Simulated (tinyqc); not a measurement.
Worked calculation: tight binding, honeycomb lattice. Computed by tinyqc, a small Python program that keeps every step. Settings: t1 = 1.67, t2 = 0.22, phi = 1.57, delta = 0, points = 6. Command: `OMP_NUM_THREADS=1 python tinyqc.py 27642 27643 out.jsonl` (the two numbers bound the seeds that draw the settings). One thread of a shared host (Intel(R) Xeon(R) Processor @ 2.60GHz), about 0.01 s of CPU time with the checks.

## Bloch Hamiltonian at k

Parameters chosen for this model:
```
parameter     value                        unit
t1         1.670000                 eV, nearest
t2         0.220000       eV, second neighbours
phi        1.570000  rad, phase of t2 (Haldane)
delta             0          eV, +/- on A and B
```

k point k (fractions of the reciprocal vectors): 0.34000  -0.47000

H_AB = -t1 (1 + exp(-i k.a1) + exp(-i k.a2)); H_AA = delta - 2 t2 sum cos(k.b + phi), H_BB = -delta - 2 t2 sum cos(k.b - phi), b = a1, a2 - a1, -a2.

H(k) at k (eV):
```
                  A                 B
A           0.86346  0.86525+1.09710i
B  0.86525-1.09710i          -0.86265
```

## Levels at k

Diagonalise the Hermitian matrix.

eigenvalues (eV): -1.64190  1.64270

weights |c|^2 of the basis functions:
```
    band 1   band 2
A  0.23724  0.76276
B  0.76276  0.23724
```

## Bloch Hamiltonian at K

k point K (fractions of the reciprocal vectors): 0.33333  0.66667

As before.

H(k) at K (eV):
```
         A         B
A  1.14368   0.00000
B  0.00000  -1.14263
```

## Levels at K

As before.

eigenvalues (eV): -1.14263  1.14368

weights |c|^2 of the basis functions:
```
    band 1   band 2
A  0.00000  1.00000
B  1.00000  0.00000
```

## Bands along a path

The same steps at evenly spaced points between the labelled ones.

Bands along the path (eV):
```
k            band 1   band 2
G          -5.01105  5.00895
G-K 0.33   -4.23126  4.23006
G-K 0.67   -2.36100  2.36141
K          -1.14263  1.14368
K-M 0.33   -1.33651  1.33746
K-M 0.67   -1.57997  1.58075
M          -1.66965  1.67035
M-K' 0.33  -1.57997  1.58075
M-K' 0.67  -1.33651  1.33746
K'         -1.14263  1.14368
```

With 1 band(s) filled, the highest filled level on these points lies at K and the lowest empty one at K: a gap of 2.2863 eV, direct.

## Chern number of the lower band

On a 6 x 6 mesh, the phase of the product of overlaps around each plaquette (k1 then k2); the sum over 2 pi is an integer.

plaquette phases (rad):
```
          1         2         3         4         5         6
1   0.00000  -0.00567  -0.10962  -0.16858   0.04861   0.01914
2  -0.00567  -0.04961  -0.16184  -0.57669   0.00000   0.04861
3  -0.10962  -0.16184  -0.36608  -0.79748  -0.57669  -0.16858
4  -0.16858  -0.57669  -0.79748  -0.36608  -0.16184  -0.10962
5   0.04861   0.00000  -0.57669  -0.16184  -0.04961  -0.00567
6   0.01914   0.04861  -0.16858  -0.10962  -0.00567   0.00000
```

Chern number = -1.00000
